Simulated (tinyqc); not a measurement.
Quantum against classical capture: non-radiative capture by multiphonon emission, one effective mode. Computed by tinyqc, a small Python program. Command: `OMP_NUM_THREADS=1 python tinyqc.py 3013073 3013074 out.jsonl capture walk`. One thread of a shared host (Intel(R) Xeon(R) Processor @ 2.30GHz), about 0.02 s of CPU time with the checks.

The initial state (free carrier plus empty centre) lies dE above the final state; both have the same frequency and are displaced by dQ.

Inputs (values chosen for the exercise, for a model semiconductor):
```
quantity,value,unit
energy released dE,0.274,eV
phonon energy hbar omega,25.4,meV
Huang-Rhys factor S,7.77,-
electron-phonon coupling W,0.041,eV/(u^(1/2) angstrom)
cell volume V,1230,angstrom^3
degeneracy g,1,-
broadening b,16,meV
carrier mass m,0.62,m_0
dielectric constant eps,10.9,-
temperature T,300,K
```

Centre: attractive.

Constants: hbar^2/u = 4.18015928e-03 eV angstrom^2; k_B = 8.617333262e-05 eV/K; hbar = 6.582119569e-16 eV s; Ry = 13.605693123 eV.

Method:
- dQ = sqrt(2 S (hbar^2/u)/hbar omega); relaxation energy lambda = S hbar omega; phonons needed P = dE/hbar omega; classical barrier E_b = (dE - lambda)^2/(4 lambda); occupation n = 1/(exp(hbar omega/k_B T) - 1).
- M_p = sum_m w_m <m_i|Q|(m + p)_f>^2 with Q counted from the final minimum and Boltzmann weights w_m for m = 0..24; <m_i|Q|k_f> = sqrt((hbar^2/u)/(2 hbar omega)) [sqrt(k) <m|k-1> + sqrt(k+1) <m|k+1>], with overlaps of oscillators displaced by d = sqrt(2 S) summed on 1500 points from -16 to 16 + d.
- The delta function is a Gaussian of standard deviation b at dE - p hbar omega.
- C_0 = V (2 pi/hbar) g W^2 sum_p M_p Gaussian_p. Here the sum runs over all p.
- Classical (Marcus) form: replace the sum by Q_c^2 exp(-E_b/k_B T)/sqrt(4 pi lambda k_B T), Q_c = dQ (dE + lambda)/(2 lambda).
- Sommerfeld factor of an attractive centre: s(k) = 2 pi nu/(1 - exp(-2 pi nu)), nu = sqrt(Ry*/E), Ry* = Ry m/eps^2, averaged over (2/sqrt(pi)) sqrt(x) exp(-x) dx with x = E/k_B T = t^2 (trapezoid, t to 6 in steps of 0.01).
- The last column is -k_B d ln C_0/d(1/T) from this row and the one above.

dQ = 1.59921 u^(1/2) angstrom

lambda = 0.197358 eV

classical barrier E_b = 0.00744079 eV

Against temperature:
```
T (K),"C_0, quantum (cm^3/s)","C_0, classical (cm^3/s)",Sommerfeld factor,activation energy (eV)
24,2.0156e-07,2.7524e-08,41.540,-
44,2.0164e-07,1.0431e-07,30.679,1.8286e-06
74,2.0273e-07,1.7821e-07,23.657,5.0689e-05
120,2.0601e-07,2.1889e-07,18.578,2.6632e-04
180,2.0782e-07,2.2717e-07,15.170,2.7149e-04
270,2.0320e-07,2.1764e-07,12.389,-1.0443e-03
410,1.8911e-07,1.9700e-07,10.061,-4.8996e-03
650,1.6575e-07,1.6911e-07,8.007,-1.2612e-02
```

What follows from these numbers?

At 24.0 K the quantum value is 7.3 times the classical one: C_0 comes from tunnelling out of the lowest level and hardly depends on T. At 650 K the ratio is 0.98. The largest apparent activation energy is 0.000 eV against the classical barrier of 0.007 eV; a barrier below one phonon energy gives no activated range. The measured coefficient is C = s C_0, and s changes by a factor 0.19 over these rows, so C changes by 0.16 where C_0 changes by 0.82.

Extremes, crossings and ranges named in words are read from the listed rows.
